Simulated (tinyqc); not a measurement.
Single-photon avalanche diode, trigger probability and counting: one step of the calculation.

A multiplication layer of width W with the uniform field V/W; alpha = an exp(-bn/E) for electrons, beta = ap exp(-bp/E) for holes (local model, no dead space). a = alpha W, b = beta W. Electrons enter at x = 0, holes at x = W. P0 is the probability that an electron entering at 0 starts a lasting avalanche, PW the same for a hole entering at W.

Question. Detection, dark counts, afterpulses and dead-time loss. Pm is the mean trigger probability of pairs made evenly in the layer. PDP = eta P0; dark counts Gd Pm; avalanche charge Cd Vx/q; afterpulse probability pa (Cd Vx/q) exp(-td/tt) Pm; true rate n = nph PDP + dark counts; measured n/(1 + n td) (non-paralysable) or n exp(-n td) (paralysable); recharge time Rq Cd.

Parameters, values chosen for the exercise; ionisation coefficients close to those of indium phosphide: excess bias Vx = 4.8 V; probability that a photon makes a pair that enters the layer eta = 0.74; thermal generation rate in the layer Gd = 930 1/s; dead time td = 10 ns; diode capacitance Cd = 17 fF; quench resistance Rq = 200 kohm; trapping probability per avalanche carrier pa = 3.6e-8; trap release time tt = 7.2 ns; photon rate nph = 2.7e5 1/s.

Constants: q = 1.602176634e-19 C. Results are converted to the units shown.

P0 = 0.74460425
Pm = 0.82634663

Give: PDP; dark counts; avalanche charge; afterpulse probability; true rate; measured, non-paralysable; measured, paralysable; recharge time.

Answer.

PDP = 0.55101
dark counts = 768.50 1/s
avalanche charge = 5.0931e5 electrons
afterpulse probability = 0.37780 %
true rate = 1.4954e5 1/s
measured, non-paralysable = 1.4932e5 1/s
measured, paralysable = 1.4932e5 1/s
recharge time = 3.4000 ns

Dead time hides 0.15 % of the events in the first model and 0.15 % in the second.

Program tinyqc, `OMP_NUM_THREADS=1 python tinyqc.py 2630120 2630121 out.jsonl`; Intel Xeon 2.30GHz, shared host, one thread, about 0.01 s.
